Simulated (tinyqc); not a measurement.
Peierls distortion of a half-filled chain: sweeps and comparisons. A value that a table varies takes the place of the one given here.

Atoms move by +/- u, so bonds change by -/+ 2u and hoppings are t +/- 2 al u. Bands E = -/+ sqrt((2 t cos x)^2 + D^2 sin^2 x) with D = 4 al u, x = k a in (0, pi/2); the gap is 2D. Energy per atom at zero temperature: E(u) = -mean_x sqrt(...) + 2 K u^2; exactly, the mean is (4t/pi) E(1 - z^2), z = D/2t, E the complete elliptic integral of the second kind with parameter m. Coupling lambda = 2 al^2/(pi t K).

Constants: kB = 8.617333262e-05 eV/K.

Values chosen for the exercise:
```
symbol  value  unit           meaning
t       2.42   eV             hopping of the even chain
al      4      eV/angstrom    change of hopping with bond length
K       18.4   eV/angstrom^2  spring constant of a bond
```

## Energy against distortion

Exact means; both parts are counted from u = 0.

Energies per atom:
```
u (angstrom)  gap (eV)  electrons (meV)  springs (meV)  total (meV)
0.0052           0.166            -2.25           1.00        -1.26
0.0130           0.416           -11.48           6.22        -5.26
0.0261           0.835           -38.35          25.07       -13.29
0.0391           1.251           -75.86          56.26       -19.60
0.0521           1.667          -121.95          99.89       -22.06
0.0652           2.086          -175.62         156.44       -19.19
0.0782           2.502          -234.98         225.04        -9.94
0.0913           2.922          -300.10         306.75         6.65
0.1147           3.670          -427.69         484.14        56.45
```

The ratio of electronic gain to elastic cost is 2.26 in the first row and 0.88 in the last: the gain goes as u^2 ln(1/u), so it wins at small u for any K. The total is lowest at u = 0.0521 angstrom and turns positive between 0.0782 and 0.0913.

## A coarse mesh hides or distorts the instability

u0 from the gap equation K = 4 al^2 mean(sin^2 x/|E|) on the mesh x_j = (j + 1/2) pi/(2N); 0 where it has no root.

Results:
```
N     u0 (angstrom)  gap (eV)  smallest |E| at u = 0 (eV)
1            0.0000     0.000                       3.422
2            0.0000     0.000                       1.852
3            0.0285     0.911                       1.253
4            0.0452     1.445                       0.944
6            0.0510     1.632                       0.632
8            0.0519     1.661                       0.474
12           0.0521     1.668                       0.317
20           0.0521     1.669                       0.190
40           0.0521     1.669                       0.095
4000         0.0521     1.669                       0.001
```

For N = 1 and 2 no distortion is found: the mesh leaves its own gap at u = 0, which cuts off the logarithm. u0 is within 1 % of the last row from N = 8 on; the mesh must resolve D = 0.834 eV, and the coherence length xi/a = 2t/D is 5.8.

## Closing of the gap with temperature

The gap equation gains the factor tanh(|E|/2kT); 4000 points; Tp is where its root reaches zero.

Results:
```
T/Tp  T (K)  u (angstrom)   u/u0
0.20   1061        0.0521  1.000
0.40   2122        0.0514  0.986
0.60   3183        0.0475  0.911
0.70   3714        0.0435  0.835
0.80   4245        0.0374  0.718
0.90   4775        0.0278  0.533
0.95   5040        0.0201  0.385
0.99   5253        0.0091  0.175
```

Tp = 5306 K

D(0)/(kB Tp) = 1.825, against 1.764 at weak coupling. u/u0 is 0.911 at 0.6 Tp and 0.533 at 0.9 Tp, and near Tp it goes as sqrt(1 - T/Tp): 2.20 between the last two rows against sqrt(5) = 2.24. In a single chain fluctuations forbid this transition; coupling between chains sets the real one, far lower.

## What moves the distortion

Exact means. Each row changes one parameter from the base and keeps the others.

Results:
```
case                     lambda  u0 (angstrom)  gap (eV)  E(u0) - E(0) (meV)
base                     0.2288         0.0521     1.669              -22.06
t = 2.541 eV             0.2179         0.0488     1.560              -18.48
al = 4.2 eV/angstrom     0.2522         0.0618     2.078              -33.73
K = 19.32 eV/angstrom^2  0.2179         0.0464     1.486              -17.60
```

The largest shifts from the base row, up to three for each result and ties (the steps differ in size, so this ranks the rows, not the parameters). lambda: al +0.0234, t -0.0109, K -0.0109. u0 (angstrom): al +0.0097, K -0.0057, t -0.0034. gap (eV): al +0.409, K -0.183, t -0.108. E(u0) - E(0) (meV): al -11.67, K +4.47, t +3.59.

Computed by tinyqc, a small Python program: `OMP_NUM_THREADS=1 python tinyqc.py 1652333 1652334 out.jsonl` (the numbers bound the seed that draws the inputs); one thread of a shared host (Intel(R) Xeon(R) Processor @ 2.30GHz), about 0.07 s for the whole set of steps.
